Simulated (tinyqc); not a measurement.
States in the gap of a film: thin (001) film in sp3s* tight binding with raised dangling bonds.

Planes alternate anion (a), cation (c) along [001], a/4 apart, starting with an anion; zero in-plane momentum; levels counted from the bulk Ev, the lower root of [[Epa, Vxx], [Vxx, Epc]]; no spin-orbit coupling. Block of s, pz, s*: from an anion to the cation above, Vss/2 (s,s), Vsapc/2 (s,z), -Vscpa/2 (z,s), Vxx/2 (z,z), Vxapc/2 (s*,z), -Vpaxc/2 (z,s*); to the cation below the same with the s-z and s*-z signs reversed. Block of u = (px + py)/sqrt2 and v = (px - py)/sqrt2: to the cation above (Vxx + Vxy)/2 for u and (Vxx - Vxy)/2 for v, to the cation below the reverse. Each surface atom has two dangling sp3 hybrids; raising both by dl adds (dl/2) [[1, t], [t, 1]] to its s, pz levels (t = -1 at the bottom face, +1 at the top) and dl to the one of u, v in whose plane the missing bonds lie (v for a bottom anion or a top cation, u for a top anion).

Parameters, chosen for this exercise (out of a larger set: near a published set for InAs, fitted to gaps, whose masses and valley positions are rough; not measured data): p = (-9.48, 0.91, -2.751, 3.756, 7.38, 6.72, -5.647, 1.825, 4.448, 3.031, 5.382, 3.389, 3.904) eV (order Esa, Epa, Esc, Epc, Exa, Exc, Vss, Vxx, Vxy, Vsapc, Vscpa, Vxapc, Vpaxc); Nw = 31 (planes in the thicker film).

edges (eV): Gamma 0.43902, Delta 2.26464

Levels between 0 and the lower bulk edge, the largest weight on the two outer planes of both faces among them, and the nearest levels outside, for several shifts dl.

Film of Nw planes:
```
dl (eV)  levels in the gap       at (eV)  surface weight  next above (eV)  next below (eV)
0                        1         0.048            0.15           0.7459          -0.0339
1                        1         0.133            0.18           0.7857          -0.0328
2                        1         0.239            0.21           0.8355          -0.0139
3                        2  0.105, 0.352            0.22           0.8932          -0.0320
5                        1         0.280            0.18           0.5427          -0.0318
10                       0             -               -           0.4397          -0.0315
30                       0             -               -           0.5222          -0.0313
100                      0             -               -           0.5444          -0.0312
```

Can the levels of the bare film be read as confined subbands?

No: with bare surfaces (dl = 0) 1 level lies in the bulk gap, with up to 15 % of the weight on the four outer planes, two a face, where an even spread gives 13 %: a state drawn out of a band edge by the surface, no confined subband, which would lie outside the bulk gap. The reruns show the bulk gap clear from dl = 10 eV on, and at dl = 30 eV the next level above lies -22.2 meV from its value at 100 eV. At dl = 10 and 30 eV the next level above is more than 20 meV from its value at 100 eV, so the surface still acts on it.

Computed by tinyqc, a small Python program: `OMP_NUM_THREADS=1 python tinyqc.py 1482283 1482284 out.jsonl` (the numbers bound the seed that draws the inputs); one thread of a shared host (Intel(R) Xeon(R) Processor @ 2.30GHz), about 0.4 s for the whole set of steps.
